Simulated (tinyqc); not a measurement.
Raising U: Hubbard chain of 3 sites, mean field against exact. Computed by the program tinyqc. Command: `OMP_NUM_THREADS=1 python tinyqc.py 115549 115550 out.jsonl`; one thread of a shared host (Intel(R) Xeon(R) Processor @ 2.60GHz), about 5 s.

one-body matrix (hopping and site energies) (eV):
```
         1        2        3
1   0.0000  -1.1700   0.0000
2  -1.1700   0.0000  -1.1700
3   0.0000  -1.1700   0.0000
```

electrons, up and down: 2  1

Collinear unrestricted mean field (the lowest of 40 random starts) against exact diagonalisation.

Exact and mean-field results (eV):
```
U            U/t    E exact  E mean field  mean |n_up - n_down|  double occupancy, exact  first gap in the sector
0.5800    0.4957  -2.963800     -2.950415                0.3669                   0.1886                   1.5739
1.1700    1.0000  -2.648345     -2.595516                0.4127                   0.1678                   1.4783
2.3400    2.0000  -2.129505     -1.950000                0.5556                   0.1286                   1.2730
3.5100    3.0000  -1.737859     -1.454090                0.7289                   0.0960                   1.0808
4.6800    4.0000  -1.446200     -1.128713                0.8375                   0.0715                   0.9203
7.0200    6.0000  -1.060878     -0.768551                0.9262                   0.0416                   0.6904
9.3600    8.0000  -0.828023     -0.580285                0.9584                   0.0263                   0.5441
14.0400  12.0000  -0.569501     -0.388627                0.9815                   0.0128                   0.3771
23.4000  20.0000  -0.347550     -0.233706                0.9933                   0.0049                   0.2311
```

In absolute terms mean field is worst at U/t = 4.0, 0.317 eV too high: at small U it is nearly exact, and at large U it misses only exchange-scale energies. Relative to the exact energy its error is 0.5 % at the smallest U, 33 % at most and 33 % at the largest. The double occupancy falls from 0.189 to 0.005; at the largest U the first gap is 0.99 times the exchange scale 4t^2/U.
